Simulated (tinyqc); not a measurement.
Atomic layer deposition: Langmuir saturation, growth per cycle and coating of deep features: one step, computed by the program tinyqc. Command: `OMP_NUM_THREADS=1 python tinyqc.py 3024742 3024743 out.jsonl ald walk`. One thread of a shared host (Intel(R) Xeon(R) Processor @ 2.30GHz), about 0.01 s of CPU time with the checks.

Precursor A sticks only on free sites, so a long enough pulse saturates; co-reactant B then frees the sites again.

Problem. Steady growth per cycle. One cycle from coverage th0: pulse A gives th1 = th_s + (th0 - th_s) exp(-(k_a + k_d) t), th_s = k_a/(k_a + k_d); the purge leaves th2 = th1 exp(-k_d t_p); pulse B converts c_B th2 into film and leaves th3 = (1 - c_B) th2. Growth = G c_B th2. The periodic state has th0 = th3: th0 = (1 - c_B) e_p th_s (1 - e_a)/(1 - (1 - c_B) e_p e_a), with e_a = exp(-(k_a + k_d) t), e_p = exp(-k_d t_p). Share of impinging molecules used = q (th1 - th0)/(F t).

Inputs (values chosen for the exercise, modelled on zinc oxide from diethylzinc and water): site density q = 7.5 1/nm^2; growth per cycle at saturation G = 2 angstrom; temperature T = 225 C; pulse time t = 0.034 s; co-reactant completion per pulse c_B = 0.9; purge time t_p = 7.3 s.

k_a = 23.09637 1/s

k_d = 6.157712e-06 1/s

flux F = 201421.8 1/(nm^2 s)

Give: coverage after pulse A; growth per cycle; share of impinging molecules used.

Solution.

coverage after pulse A = 0.5700

growth per cycle = 1.026 angstrom

share of impinging molecules used = 5.618e-04

The pulse is 0.79 filling times long: not fully saturated, so thickness still depends somewhat on the local dose.
